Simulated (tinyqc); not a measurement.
# Schottky diode by thermionic emission with image-force lowering and series resistance: effects of single changes

Metal on an n-type semiconductor with one parabolic valley; V > 0 is forward bias (metal positive). I = I0 [exp(Vj/(n Vt)) - 1] with Vj = V - I Rs; I0 = S A* T^2 exp(-(phi - dphi)/Vt), the lowering dphi taken at zero bias.

Parameters, values chosen for the exercise; band and dielectric values those of a made-up semiconductor:
- T = 350 K (temperature)
- me = 0.386 m0 (electron mass)
- eps_r = 11.4 (relative permittivity)
- phi = 0.47 eV (barrier height seen from the metal)
- Nd = 9.4e16 cm^-3 (donor density)
- S = 2.3e-5 cm^2 (area)
- n = 1.11 (ideality factor)
- Rs = 170 ohm (series resistance)

Constants: q = 1.602176634e-19 C, kB = 1.380649e-23 J/K, h = 6.62607015e-34 J s, m0 = 9.1093837015e-31 kg, Vt = kB T/q, eps0 = 8.8541878128e-14 F/cm where lengths are in cm. Results are converted to the units shown.

Each table varies one quantity; the others keep the values above.

## Current against voltage

A* = 4 pi q me m0 kB^2/h^3 (times 1e-4 for A/(cm^2 K^2)); Nc = 2 (2 pi me m0 kB T/h^2)^1.5 (times 1e-6 for cm^-3); xi = Vt ln(Nc/Nd), Vbi = phi - xi; surface field Em = sqrt(2 q Nd (Vbi - V - Vt)/(eps0 eps_r)); dphi = sqrt(q Em/(4 pi eps0 eps_r)). The apparent ideality is (dV/d ln I)/Vt.

Current against voltage:
```
V (V)     I (A)   Vj (V)  apparent ideality
0.05   1.097e-4  0.03136              1.293
0.11   3.136e-4  0.05668              2.674
0.17   5.669e-4  0.07363              4.182
0.24   8.966e-4  0.08758              6.082
0.3    0.001196  0.09662              7.791
0.36   0.001506   0.1039              9.550
0.42   0.001823   0.1101              11.34
0.49   0.002199   0.1161              13.47
0.55   0.002526   0.1206              15.32
0.61   0.002855   0.1246              17.18
```

What does the comparison show?

I rises from 1.10e-4 to 0.00286 A, and the apparent ideality rises from 1.29 to 17.2, against n = 1.11. From V = 0.11 V on, I Rs exceeds n Vt and the resistance bends the curve.

## Effect of the doping on the lowering

Same model as above.

Here V = 0 in Em.

Result of one run:
```
Nd (cm^-3)  Vbi (V)  Em (kV/cm)  dphi (meV)     I0 (A)
1e17        0.33945      99.089      35.378  7.2107e-5
```

What becomes of these results when the donor density Nd is changed from 1e17 to 6.8e15 cm^-3, all else the same?

Result of the changed run:
```
Nd (cm^-3)  Vbi (V)  Em (kV/cm)  dphi (meV)     I0 (A)
6.8e15      0.25837      22.195      16.744  3.8874e-5
```

The whole series:
```
Nd (cm^-3)  Vbi (V)  Em (kV/cm)  dphi (meV)     I0 (A)
1.8e15      0.21828      10.368      11.444  3.2609e-5
6.8e15      0.25837      22.195      16.744  3.8874e-5
2.6e16      0.29882      47.090      24.389  5.0089e-5
1e17        0.33945      99.089      35.378  7.2107e-5
3.9e17      0.38050      208.27      51.290  1.2221e-4
1.5e18      0.42112      431.48      73.825  2.5798e-4
```

dphi rises from 11.4 to 73.8 meV, as Nd^(0.28) (1/4 at fixed Vbi), and I0 grows by a factor of 7.91. Emission limits the current only if the drift velocity at the surface is well above A* T^2/(q Nc) = 4.68e6 cm/s; with a mobility of 1130 cm^2/(V s) it is less than three times that in 1 of the rows, where I0 is overstated.

Program tinyqc, `OMP_NUM_THREADS=1 python tinyqc.py 2640156 2640157 out.jsonl`; Intel Xeon 2.30GHz, shared host, one thread, about 0.01 s.
